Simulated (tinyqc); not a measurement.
Inside a calculation. Model: frequency dispersion of an accumulation capacitance by border traps, distributed model.

Computed by the program tinyqc: `OMP_NUM_THREADS=1 python tinyqc.py 2202019 2202020 out.jsonl`, one thread of a shared Intel Xeon 2.30GHz, about 0.6 s for the whole run. Printed values are rounded.

Traps spread evenly through the insulator exchange electrons with the semiconductor by tunnelling, with tau(x) = t0 exp(2 ka x) at depth x from the interface. The admittance per area Y seen at depth x obeys dY/dx = -Y^2/(i w eps0 eox) + q Nb ln(1 + i w tau)/tau, with Y(0) = i w Cs and w = 2 pi f; the gate sees Y(tox) = G + i w C. Working variable y = Y/(i w), in uF/cm^2. Cox = eps0 eox/tox.

Inputs (values chosen for the exercise); permittivity close to that of aluminium oxide: relative permittivity of the insulator eox = 8.41; insulator thickness tox = 9.4 nm; semiconductor capacitance in accumulation Cs = 5.9 uF/cm^2; density of border traps Nb = 3.9e19 cm^-3 eV^-1; decay constant of the wave function in the insulator ka = 3.6 1/nm; time constant of a trap at the interface t0 = 7e-11 s; frequency f = 1e5 Hz; depth down to which the steps are taken xe = 2.1 nm.

Constants: q = 1.602176634e-19 C, eps0 = 8.8541878128e-14 F/cm where lengths are in cm. Results are converted to the units shown.

## Scales and lumped estimate

Cox; trap-free value 1/(1/Cox + 1/Cs); response depth d = ln(1/(w t0))/(2 ka), where w tau = 1; lumped estimate: all traps within d act as C_bt = q Nb d placed at d/2, so C = 1/{1/[1/(1/Cs + d/(2 eps0 eox)) + C_bt] + (tox - d/2)/(eps0 eox)}.

Cox = 0.7921672 uF/cm^2
trap-free C = 0.6983966 uF/cm^2
d = 1.393295 nm
C_bt = 0.8705988 uF/cm^2
lumped C = 0.7231514 uF/cm^2

The traps within reach amount to 0.148 Cs and lie in the first 14.8 % of the insulator.

## Midpoint steps through the active depth

In terms of y: dy/dx = -y^2/(eps0 eox) + s(x), s = q Nb ln(1 + z)/z, z = i w tau. 10 midpoint steps of h = xe/10: y_half = y + (h/2) y'(x, y), y(new) = y + h y'(x + h/2, y_half).

```
point	x (nm)	s (uF/(cm^2 nm))	y (uF/cm^2)
0	0	0.6248489-0.0000137i	5.900000+0.000000i
1	0.21	0.6248489-0.0000623i	5.185930-0.000006i
2	0.42	0.6248487-0.0002827i	4.647657-0.000030i
3	0.63	0.6248454-0.0012823i	4.230735-0.000143i
4	0.84	0.6247767-0.0058151i	3.900753-0.000657i
5	1.05	0.6233702-0.0262873i	3.634937-0.003003i
6	1.26	0.5967322-0.1116557i	3.416513-0.013534i
7	1.47	0.3771253-0.2501177i	3.216765-0.050080i
8	1.68	0.1145531-0.1643298i	2.990403-0.085133i
9	1.89	0.0269733-0.0625311i	2.769139-0.091753i
10	2.1	0.0060308-0.0196127i	2.571920-0.085525i
```

## Capacitance and conductance at the gate

y at xe = 2.571920-0.085525i uF/cm^2

Beyond xe the traps are ignored, so 1/y(tox) = 1/y(xe) + (tox - xe)/(eps0 eox); C = Re y, G/w = -Im y, loss tangent G/(w C).

y at the gate = 0.7305401-0.0068933i uF/cm^2
C = 0.7305401 uF/cm^2
G/w = 0.006893279 uF/cm^2
loss tangent = 0.009435866

A fine integration over the whole insulator gives C = 0.72992 and G/w = 0.007257 uF/cm^2; the coarse G/w is 5.0 % below that. The fine C is 4.5 % above the trap-free value, and the lumped estimate is 0.93 % below the fine result.
